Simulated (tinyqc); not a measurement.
Which input was changed? Model: minority-electron transport through the base of a bipolar transistor (Moll-Ross and Kroemer integrals). Computed by tinyqc, a small Python program. Command: `OMP_NUM_THREADS=1 python tinyqc.py 3022512 3022513 out.jsonl base which`. One thread of a shared host (Intel(R) Xeon(R) Processor @ 2.30GHz), about 0.06 s of CPU time with the checks.

Low injection, one dimension, x from the emitter edge (0) to the collector edge (W), s = x/W. Recombination is treated as a small correction (valid for tau_B well below tau_n), computed from the stored charge.

Inputs (values chosen for the exercise, modelled on silicon): intrinsic density n_i at the emitter edge = 9e+09 1/cm^3; base doping at the emitter edge N_0 = 2.4e+18 1/cm^3; base width W = 59 nm; mu_min = 230 cm^2/(V s); mu_max = 1360 cm^2/(V s); N_ref = 2.4e+17 1/cm^3; saturation velocity v_s = 0.82 1e7 cm/s; electron lifetime tau_n = 7.3 ns; emitter Gummel number G_E = 3.5e+12 s/cm^4; base-emitter voltage V_BE = 0.7 V; temperature T = 300 K; doping ratio N_0/N(W) = 55; gap narrowing across the base dE_g = 42 meV.

Base doping profile: exponential. Gap grading: linear. Exit of the base: saturation velocity.

Constants: k_B = 8.617333262e-05 eV/K; e = 1.602176634e-19 C.

Method:
- N(x) = N_0 (ratio)^(-s); n_i(x)^2 = n_i^2 exp(s dE_g/k_B T); D(x) = (k_B T/e) mu, mu = mu_min + (mu_max - mu_min)/(1 + (N/N_ref)^0.7).
- With y(x) = N n_i^2/(D n_i(x)^2): base Gummel number G_B = int_0^W y dx + N(W) n_i^2/(v_s n_i(W)^2); J_C = e n_i^2 exp(e V_BE/k_B T)/G_B; n(x) = (J_C/e)(n_i(x)^2/(N n_i^2)) [int_x^W y dx + the same exit term]; transit time tau_B = (e/J_C) int n dx; trapezoid rule on 401 even points.
- Emitter-limited gain beta_E = G_E/G_B; recombination-limited gain beta_R = tau_n/tau_B; 1/beta = 1/beta_E + 1/beta_R; f_T from the base alone = 1/(2 pi tau_B).

Question. One of these inputs alone was changed, within the range given: doping ratio N_0/N(W) (27.5 to 110); gap narrowing across the base dE_g (21 to 84); emitter Gummel number G_E (1.75e+12 to 7e+12); base-emitter voltage V_BE (0.35 to 1.4). Which one, and to what value?

Results:
```
run     current gain beta  base transit time tau_B (ps)  base Gummel number G_B (s/cm^4)
before           17.91897                     0.3920031                     1.951358e+11
after            16.38441                     0.3920031                     1.951358e+11
```

Answer.

Each candidate set to reproduce current gain beta, and what it then gives:
```
candidate                                    range searched  value needed  base transit time tau_B (ps)  base Gummel number G_B (s/cm^4)
doping ratio N_0/N(W)                           27.5 to 110         35.22                       0.43398                       2.1341e+11
gap narrowing across the base dE_g (meV)           21 to 84         27.45                       0.42667                       2.1341e+11
emitter Gummel number G_E (s/cm^4)        1.75e+12 to 7e+12      3.200e12                       0.39200                       1.9514e+11
base-emitter voltage V_BE (V)                   0.35 to 1.4     no effect                             -                                -
```

Only emitter Gummel number G_E fits every result: it went from 3.5e+12 to 3.20e12 s/cm^4. The next best candidate, gap narrowing across the base dE_g, misses one result by 9.4 %.

Caution: the mean velocity exceeds v_s, so drift-diffusion with a low-field mobility overstates the speed.
